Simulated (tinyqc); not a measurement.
Worked calculation: UHF in the 3-21g basis, for H2, spin multiplicity 3. One step of it, computed by the program tinyqc.

Problem. Iteration 2: DIIS coefficients. Solve [B -1; -1 0][c; lambda] = [0; -1] for the coefficients, which sum to one.

B (overlaps of the stored error matrices):
```
               1              2
1  1.5176799e-02  1.3369757e-02
2  1.3369757e-02  1.3414957e-02
```

Give: DIIS coefficients.

Solution.

DIIS coefficients: 0.024  0.976
